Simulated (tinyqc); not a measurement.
Domain walls in a thin film with perpendicular anisotropy: Bloch, Neel and chiral walls, motion and stripe domains: one step, computed by the program tinyqc. Command: `OMP_NUM_THREADS=1 python tinyqc.py 3003142 3003143 out.jsonl mwall walk`. One thread of a shared host (Intel(R) Xeon(R) Processor @ 2.30GHz), about 0.01 s of CPU time with the checks.

One-dimensional wall: polar angle theta(x), azimuth phi of the moment in the wall (phi = 0 Neel, 90 degrees Bloch). mu_0 = 1.25663706212e-6 T m/A, gamma = 1.76085963023e11 rad/(s T).

Problem. Stripe domains. Dipolar length l = sigma/(mu_0 M_s^2); for t much smaller than the period the domain width is w = 0.955 t exp(pi l/t) (Kaplan and Gehring), given as log10 of w in nm.

Inputs (values chosen for the exercise, for a model film): saturation magnetisation M_s = 1190 kA/m; thickness t = 1.2 nm.

wall energy sigma = 15.67306 mJ/m^2

Give: dipolar length l; log10 of the domain width in nm.

Solution.

dipolar length l = 8.8074 nm

log10 of the domain width in nm = 10.073

Domains would exceed a millimetre: any device is a single domain in equilibrium.
